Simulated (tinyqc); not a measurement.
Surface potential of a MOS transistor: implicit equation and explicit approximations: one step of the calculation.

p-type body, charge-sheet picture, depletion and inversion only, full ionisation (an idealisation for deep acceptors), Boltzmann statistics (rough once Na exp(x - xn) passes about Nc/7). In units of Vt: xg = (Vg - Vfb)/Vt, x = psi/Vt, G = gamma/sqrt(Vt), xn = (2 phiF + Vc)/Vt. The implicit equation is (xg - x)^2 = G^2 [x - 1 + exp(x - xn)] for x above about 3. Cox = eps0 eox/tox.

Question. Potential, charges and gate control. psi = Vt x; N_dep = Cox Vt G sqrt(x - 1)/q; N_inv = (Cox Vt G/q) [sqrt(x - 1 + exp(x - xn)) - sqrt(x - 1)]; dpsi/dVg = 1/[1 + G^2 (1 + exp(x - xn))/(2 (xg - x))].

Parameters, values chosen for the exercise; band and dielectric values close to those of silicon: temperature T = 350 K; relative permittivity of the gate insulator (close to aluminium oxide) eox = 9.24; insulator thickness tox = 3.6 nm; channel-body voltage Vc = 1 V.

Constants: q = 1.602176634e-19 C, kB = 1.380649e-23 J/K, Vt = kB T/q, eps0 = 8.8541878128e-14 F/cm where lengths are in cm. Results are converted to the units shown.

converged x = 68.165373
G = 1.0513915
xn = 61.551072
xg = 98.141068

Give: psi; N_dep; N_inv; dpsi/dVg.

Answer.

psi = 2.056 V
N_dep = 3.686e12 cm^-2
N_inv = 9.138e12 cm^-2
dpsi/dVg = 0.06771

psi lies 6.6 Vt above 2 phiF + Vc.

tinyqc, about 0.01 s, one thread, Intel Xeon 2.30GHz (shared host): `OMP_NUM_THREADS=1 python tinyqc.py 2122004 2122005 out.jsonl`
